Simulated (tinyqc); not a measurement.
# From one set of inputs to another, one input at a time

Model: four-point probe, van der Pauw, Hall and spreading-resistance readings of a semiconductor layer. Computed by tinyqc, a small Python program. Command: `OMP_NUM_THREADS=1 python tinyqc.py 3112399 3112400 out.jsonl probe ladder`. One thread of a shared host (Intel(R) Xeon(R) Processor @ 2.30GHz), about 0.01 s of CPU time with the checks.

The layer is uniform and ohmic; contacts are points unless a radius is given.

The inputs printed are set A. Set A is modelled on p-type silicon; the values taken over come from a set modelled on n-type silicon. Inputs not listed in the table keep their values of set A, so the rows need not describe a real material.

Inputs (values chosen for the exercise, modelled on p-type silicon):
```
quantity,value,unit
carrier density n,1.5e+16,1/cm^3
drift mobility mu,355,cm^2/(V s)
layer thickness t,67,micrometre
probe spacing s,1.588,mm
current I,0.01,mA
side ratio a/b of the van der Pauw rectangle,1.5,-
magnetic field B,0.69,T
Hall factor r_H,0.77,-
```

Backing of the layer: insulating.

Constants: e = 1.602176634e-19 C.

Method:
- rho = 1/(e n mu); R_s = rho/t.
- Collinear probes with equal spacing on a layer with insulating backing: images at depth 2 m t give V = (rho I/(2 pi s)) G, G = 1 + 4 sum_(m>=1) [1/sqrt(1 + (2 m u)^2) - 1/sqrt(4 + (2 m u)^2)], u = t/s; the sum runs to m = 20000, with the tail 3/(32 u^3 M^2) added to the sum for M = 20000.
- Limits: thick, rho = 2 pi s V/I; thin on an insulator, rho = (pi/ln 2) t V/I.
- Thin rectangle with point contacts at the corners; for R_B current and voltage contacts lie along the two sides of length a, for R_A along those of length b: exp(-pi R_A/R_s) = (theta_4/theta_3)^4, exp(-pi R_B/R_s) = (theta_2/theta_3)^4 with q = exp(-pi a/b), theta_2 = 2 sum_(m>=0) q^((m + 1/2)^2), theta_3 = 1 + 2 sum_(m>=1) q^(m^2), theta_4 = 1 + 2 sum_(m>=1) (-1)^m q^(m^2).
- V_H = r_H I B/(e n t); apparent density n/r_H; Hall mobility r_H mu; Hall angle tan = r_H mu B (SI).

Each row keeps all changes above it:
```
input moved,from,to,voltage V (mV),Hall voltage (mV),R_B (ohm)
set A,-,-,3.8599e-01,3.2996e-02,1.1197e+02
layer thickness t (micrometre),67,790,3.2819e-02,2.7984e-03,9.4960e+00
side ratio a/b of the van der Pauw rectangle,1.5,2,3.2819e-02,2.7984e-03,1.6650e+01
probe spacing s (mm),1.588,0.5,4.3772e-02,2.7984e-03,1.6650e+01
drift mobility mu (cm^2/(V s)),355,110,1.4126e-01,2.7984e-03,5.3734e+01
carrier density n (1/cm^3),1.5e+16,7.3e+18,2.9027e-04,5.7502e-06,1.1041e-01
magnetic field B (T),0.69,0.59,2.9027e-04,4.9168e-06,1.1041e-01
current I (mA),0.01,0.07,2.0319e-03,3.4418e-05,1.1041e-01
```

Which inputs carry the difference?

Voltage V goes from 0.386 to 0.00203, a factor 0.00526 in all. The largest single move comes from carrier density n (a factor 0.00205), and current I works against it (a factor 7.00). Hall voltage goes from 0.0330 to 3.44e-5, a factor 0.00104 in all. The largest single move comes from carrier density n (a factor 0.00205), and current I works against it (a factor 7.00). R_B goes from 112 to 0.110, a factor 9.86e-4 in all. The largest single move comes from carrier density n (a factor 0.00205), and drift mobility mu works against it (a factor 3.23). The single moves hold for this order of the switches; the total does not depend on the order.

Extremes, crossings and ranges named in words are read from the listed rows.
